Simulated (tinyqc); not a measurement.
Gain against electron density: polytypes and stacking faults of a tetrahedral semiconductor in an axial Ising model with couplings up to third neighbours. Computed by tinyqc, a small Python program. Command: `OMP_NUM_THREADS=1 python tinyqc.py 3029234 3029235 out.jsonl polytype walk`. One thread of a shared host (Intel(R) Xeon(R) Processor @ 2.30GHz), about 0.01 s of CPU time with the checks.

Each double layer has s = +1 or -1 for the sense of its stacking step; E per pair of atoms = E0 - sum_n J_n <s_i s_(i+n)>, n = 1, 2, 3. Hexagonality h = (1 - <s_i s_(i+1)>)/2.

Inputs (values chosen for the exercise, of the order of those of GaAs for J, a, G and the gaps):

| quantity | value | unit |
|---|---|---|
| J1 | 11.2 | meV/pair |
| J2 | -0.851 | meV/pair |
| J3 | -0.17 | meV/pair |
| basal lattice constant a | 4 | angstrom |
| binding energy of the fault level E_b | 0.052 | eV |
| in-plane mass m | 0.39 | m0 |
| effective density of states N_c at 300 K | 1.6e+19 | 1/cm^3 |
| temperature T | 300 | K |

Host polytype: 3C.

Constants: 1 eV/angstrom^2 = 16.02176634 J/m^2; m_0 = 9.1093837015e-31 kg; hbar = 1.054571817e-34 J s; k_B = 1.380649e-23 J/K; k_B = 8.617333262e-05 eV/K.

Method. Faults in 3C: the sequences intrinsic (-), extrinsic (--), twin boundary (+ turns to -) are put between perfect repeats; k_n = (layers x C_n of the host) - sum_i s_i s_(i+n). gamma = sum k_n J_n/A, A = (sqrt 3/2) a^2; 1 meV/angstrom^2 = 16.02177 mJ/m^2. The fault binds electrons in a two-dimensional band E_b below the conduction edge, g2 = m m0/(pi hbar^2) for one valley. With the Fermi level held by the bulk, eta = ln[n/N_c(T)], N_c(T) = N_c (T/300)^1.5, the grand potential falls by g2 (k_B T)^2 F1(x), x = eta + E_b/(k_B T), F1(x) = integral from 0 to infinity of ln(1 + exp(x - t)) dt; sheet density g2 k_B T ln(1 + e^x). Band bending by the trapped charge is left out, so the gain is an upper bound.

fault coefficients k_n:
```
               J1  J2  J3
intrinsic       4   4   4
extrinsic       4   8   8
twin boundary   2   4   6
```

energy of the glide fault, intrinsic = 47.0787 mJ/m^2

At T:

| n (1/cm^3) | x | sheet density (1/cm^2) | gain (mJ/m^2) | gain/gamma | gain/gamma at T + 200 K |
|---|---|---|---|---|---|
| 1.00e+14 | -9.9715 | 1.9674e+08 | 8.1489e-06 | 1.7309e-07 | 9.9948e-08 |
| 1.00e+15 | -7.6689 | 1.9670e+09 | 8.1480e-05 | 1.7307e-06 | 9.9946e-07 |
| 1.00e+16 | -5.3663 | 1.9628e+10 | 8.1395e-04 | 1.7289e-05 | 9.9924e-06 |
| 1.00e+17 | -3.0637 | 1.9229e+11 | 8.0557e-03 | 1.7111e-04 | 9.9707e-05 |
| 1.00e+18 | -0.7611 | 1.6144e+12 | 7.3547e-02 | 1.5622e-03 | 9.7622e-04 |
| 5.00e+18 | 0.8483 | 5.0737e+12 | 2.8179e-01 | 5.9856e-03 | 4.4943e-03 |
| 2.00e+19 | 2.2346 | 9.8397e+12 | 7.0430e-01 | 1.4960e-02 | 1.4459e-02 |

What follows from these numbers?

For x well below 0 the gain is k_B T times the sheet density and linear in n; for x well above 0 the well fills and the gain grows only about as x^2. It stays below the fault energy in all rows; 200 K more changes it by a factor 0.58 at 1e16.
